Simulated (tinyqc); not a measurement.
Length of a molecular wire: coherent transport through a tight-binding bridge. Computed by the program tinyqc. 

A uniform bridge between two chains:

| parameter | value |
|---|---|
| site energy (eV) | 2.950000 |
| hopping in the bridge (eV) | 1.320000 |
| lead hopping (eV) | 2.390000 |
| couplings (eV) | 0.49, 0.43 |
| E (eV) | 0.000000 |

T = Gamma_L Gamma_R |G_1n|^2 with the self-energies of semi-infinite chains.

Transmission against length:

| sites | T | ln T |
|---|---|---|
| 2 | 1.1143e-03 | -6.799 |
| 3 | 3.9699e-04 | -7.832 |
| 4 | 1.4796e-04 | -8.819 |
| 5 | 5.6078e-05 | -9.789 |
| 6 | 2.1389e-05 | -10.753 |
| 7 | 8.1776e-06 | -11.714 |
| 8 | 3.1294e-06 | -12.675 |
| 9 | 1.1980e-06 | -13.635 |
| 10 | 4.5867e-07 | -14.595 |

E lies outside the band of the bridge (|E - e|/2h = 1.117 > 1), so T decays as exp(-beta n) with beta = 2 arccosh(1.117) = 0.9600 a site; the last two rows give 0.9601.
